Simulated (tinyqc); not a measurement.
Luttinger-Kohn k.p, four valence bands, step by step. One step of it, computed by the program tinyqc.

Problem. Levels at k. Diagonalise the Hermitian matrix.

H(k) at k (eV), lower triangle (Hermitian):
```
                     3/2                 1/2                 -1/2      -3/2
3/2             0.112603
1/2   0.017655-0.018916i            0.066848
-1/2  0.002997+0.061114i            0.000000             0.066848
-3/2            0.000000  0.002997+0.061114i  -0.017655+0.018916i  0.112603
```

Give: eigenvalues.

Solution.

eigenvalues (eV): 0.0195  0.0195  0.1600  0.1600
